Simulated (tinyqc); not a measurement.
Gated graphene: carriers, quantum capacitance and optical conductivity: sweeps and comparisons. A value that a table varies takes the place of the one given here.

Cones E = +/- hv |k|, four flavours, D(E) = 2|E|/(pi hv^2). n = (2/pi)(kT/hv)^2 F_1(mu/kT), p = (2/pi)(kT/hv)^2 F_1(-mu/kT), in 1/angstrom^2 (1e16 for 1/cm^2); F_1(eta) = integral_0^infinity x dx/(1 + exp(x - eta)). Cq/e^2 = d(n - p)/d mu = (2 kT/(pi hv^2)) ln(2 + 2 cosh(mu/kT)).

Gate: V = mu/e + e (n - p)/Cox with Cox/e^2 = k/(4 pi e2 t), t in angstrom, e2 = e^2/(4 pi eps0); 1/(eV angstrom^2) in C/e^2 equals 1602.176634 microfarad/cm^2; total 1/C = 1/Cox + 1/Cq.

Conductivity over sigma0 = e^2/(4 hbar): interband Re = sinh(E/2kT)/(cosh(mu/kT) + cosh(E/2kT)); intraband Re = (8 kT/pi) ln(2 cosh(mu/2kT)) Gm/(E^2 + Gm^2). A free sheet absorbs about pi alpha_f Re(sigma/sigma0), alpha_f the fine-structure constant (alpha among the constants).

Constants: kB = 8.617333262e-05 eV/K; e^2/(4 pi eps0) = 14.39964547 eV angstrom; fine-structure constant alpha = 0.007297352564.

Inputs chosen for the exercise (Fermi velocity near that of graphene, gate dielectric near SiO2; the results hold for these values, not for the real material):

| symbol | value | unit | meaning |
|---|---|---|---|
| hv | 7.02 | eV angstrom | hbar vF |
| T | 400 | K |  |
| k | 3.87 |  | dielectric constant of the gate layer |
| t | 90 | nm | its thickness |
| Gm | 20 | meV | intraband damping |
| V | 8.23 | V | gate voltage from the neutrality point |

## Gate sweep

Results:

| V (V) | mu (eV) | n - p (1/cm^2) | n + p (1/cm^2) | Cq (microfarad/cm^2) | C/Cox | Cox V/e (1/cm^2) |
|---|---|---|---|---|---|---|
| 0 | 0.0000 | 0 | 2.52e+11 | 0.989 | 0.963 | 0 |
| 0.25 | 0.0092 | 5.72e+10 | 2.58e+11 | 1.00 | 0.963 | 5.94e+10 |
| 0.66 | 0.0238 | 1.51e+11 | 2.89e+11 | 1.07 | 0.966 | 1.57e+11 |
| 1.6 | 0.0526 | 3.68e+11 | 4.31e+11 | 1.37 | 0.973 | 3.80e+11 |
| 3.3 | 0.0907 | 7.63e+11 | 7.84e+11 | 1.98 | 0.981 | 7.84e+11 |
| 5.8 | 0.1306 | 1.35e+12 | 1.35e+12 | 2.73 | 0.986 | 1.38e+12 |
| 8.2 | 0.1604 | 1.91e+12 | 1.91e+12 | 3.33 | 0.989 | 1.95e+12 |
| 12 | 0.1988 | 2.80e+12 | 2.81e+12 | 4.12 | 0.991 | 2.85e+12 |
| 18 | 0.2478 | 4.22e+12 | 4.22e+12 | 5.13 | 0.993 | 4.28e+12 |

At neutrality n + p = 2.52e+11 1/cm^2 of thermal carriers remain and C/Cox = 0.963; at the last row C/Cox = 0.993 and the plain capacitor rule overstates n - p by 1.4 %. Between the last two rows mu goes as V^0.54; for |mu| well above kT the limits are 1/2 where Cox is small against Cq and 1 where it is large.

## Absorption spectrum

mu = 0.16070 eV

Results:

| E (eV) | interband | intraband | absorption (%) |
|---|---|---|---|
| 0.032 | 0.0089 | 2.8852 | 6.635 |
| 0.064 | 0.0196 | 0.9138 | 2.140 |
| 0.112 | 0.0439 | 0.3174 | 0.828 |
| 0.161 | 0.0880 | 0.1561 | 0.560 |
| 0.225 | 0.1977 | 0.0805 | 0.638 |
| 0.273 | 0.3312 | 0.0548 | 0.885 |
| 0.321 | 0.4985 | 0.0397 | 1.234 |
| 0.370 | 0.6693 | 0.0299 | 1.603 |
| 0.418 | 0.8024 | 0.0235 | 1.893 |
| 0.514 | 0.9423 | 0.0155 | 2.196 |
| 0.643 | 0.9907 | 0.0099 | 2.294 |
| 0.964 | 0.9999 | 0.0044 | 2.302 |

The edge lies at 2|mu| = 0.321 eV and, for |mu| above about 3 kT (here 4.7), rises from 10 % to 90 % over about 8.8 kT = 0.303 eV. The absorption is lowest, 0.560 %, at 0.161 eV of those listed, between the Drude tail and the edge; at the last row it is 2.302 % against pi alpha_f = 2.293 %. The thin-sheet formula fails where the absorption is large, and trigonal warping matters above about 1.5 eV.

## What moves the Fermi level

All results formed anew. Each row changes one parameter from the base and keeps the others.

Results:

| case | mu (eV) | n - p (1/cm^2) | C/Cox |
|---|---|---|---|
| base | 0.1607 | 1.918e+12 | 0.9887 |
| V = 10.699 V | 0.1865 | 2.498e+12 | 0.9902 |
| t = 63 nm | 0.1958 | 2.727e+12 | 0.9868 |
| k = 4.64 | 0.1779 | 2.294e+12 | 0.9878 |
| hv = 7.72 eV angstrom | 0.1787 | 1.913e+12 | 0.9877 |
| T = 500 K | 0.1543 | 1.919e+12 | 0.9884 |

The largest shifts from the base row, up to three for each result and ties (the steps differ in size, so this ranks the rows, not the parameters). mu (eV): t +0.0351, V +0.0258, hv +0.0180. n - p (1/cm^2): t +8.10e+11, V +5.81e+11, k +3.77e+11. C/Cox: t -0.0020, V +0.0015, hv -0.0010.

Computed by tinyqc, a small Python program: `OMP_NUM_THREADS=1 python tinyqc.py 1680973 1680974 out.jsonl` (the numbers bound the seed that draws the inputs); one thread of a shared host (Intel(R) Xeon(R) Processor @ 2.30GHz), about 0.01 s for the whole set of steps.
